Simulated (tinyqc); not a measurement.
# Bloch-Grueneisen resistivity of a metal, step by step

A worked calculation. Computed by tinyqc, a small Python program that keeps every step. Command: `OMP_NUM_THREADS=1 python tinyqc.py 3006676 3006677 out.jsonl bg walk`. One thread of a shared host (Intel(R) Xeon(R) Processor @ 2.30GHz), about 0.01 s of CPU time with the checks. Intermediate numbers are printed to about 7 digits and carried at full precision; extremes and crossings named in words are read from the listed rows.

Electrons scatter from a Debye spectrum of phonons (n = 5 for scattering within one band, n = 3 for scattering into a second, heavy band) and from static defects.

Inputs (values chosen for the exercise, modelled on tungsten):
```
quantity                      value         unit
exponent n                        5            -
Debye temperature Theta         333            K
transport coupling lambda_tr   0.21            -
Drude plasma energy hbar w_p    6.7           eV
residual resistivity rho_0    0.065  microohm cm
temperature T                   120            K
```

Addition: none.

Constants: k_B = 1.380649e-23 J/K; hbar = 1.054571817e-34 J s; eps_0 = 8.8541878128e-12 F/m; hbar = 6.582119569e-16 eV s; k_B = 8.617333262e-05 eV/K.

## Scale of the phonon resistivity

rho_ph = (n - 1) rho_1 (T/Theta)^n J_n(Theta/T), with rho_1 = 2 pi lambda_tr k_B Theta/(hbar eps_0 w_p^2), the high-temperature line at T = Theta.

rho_1 = 6.270234 microohm cm

## The integral and the phonon part

J_n(y) = int_0^y x^n e^x/(e^x - 1)^2 dx, by 96 Gauss-Legendre points (upper limit at most 60).

Theta/T = 2.775

J_n = 9.949114

phonon resistivity rho_ph = 1.516398 microohm cm

This is 67.1 % of the straight line rho_1 T/Theta.

## Total resistivity and derived numbers

Matthiessen's rule: rho = rho_0 + rho_ph. Temperature coefficient (1/rho) d rho/dT by a central difference of +/- 0.5 K; residual ratio rho(295 K)/rho(4.2 K); scattering time tau = 1/(eps_0 w_p^2 rho); Wiedemann-Franz kappa = L_0 T/rho, L_0 = (pi^2/3)(k_B/e)^2.

resistivity rho = 1.581398 microohm cm

temperature coefficient = 13.94433 1e-3/K

residual resistance ratio = 80.68415

scattering time = 68.92742 fs

Wiedemann-Franz conductivity = 185.3806 W/(m K)

The coefficient is 1.67 times 1/T; it exceeds 1/T because the phonon part, extended linearly, meets zero above T = 0. Caution: below about Theta/2 small-angle phonon scattering degrades heat flow more than charge flow, so a thermal conductivity taken from rho by the Wiedemann-Franz law would be too high.

## Limits of the phonon part

Low T: (n - 1) n! zeta(n) rho_1 (T/Theta)^n. High T: rho_1 (T/Theta) [1 - (n - 1)/(12 (n + 1)) (Theta/T)^2].

Resistivities (microohm cm):
```
T (K)        rho_ph     low-T law  straight line  line with correction  total rho
10     7.621708e-05  7.621708e-05        0.18830                     -    0.06508
17     1.082071e-03  1.082173e-03        0.32010                     -    0.06608
27     1.076246e-02  1.093632e-02        0.50840                     -    0.07576
40     6.575737e-02  7.804629e-02        0.75318                     -    0.13076
67     4.103976e-01  1.029026e+00        1.26158                     -    0.47540
120    1.516398e+00  1.896525e+01        2.25954               1.29288    1.58140
170    2.606102e+00  1.082173e+02        3.20102               2.51867    2.67110
270    4.677720e+00  1.093632e+03        5.08397               4.65435    4.74272
400    7.249188e+00  7.804629e+03        7.53181               7.24181    7.31419
670    1.244424e+01  1.029026e+05       12.61579              12.44265   12.50924
```

The low-T law holds to 10 % up to 27 K, the straight line from 270 K on. The local exponent of rho_ph falls from 5.00 to 1.05. Phonons overtake the residual resistivity between 27.0 and 40.0 K.

Checks made by the program: J_n at large argument against n! zeta(n) (relative difference below 1e-10).
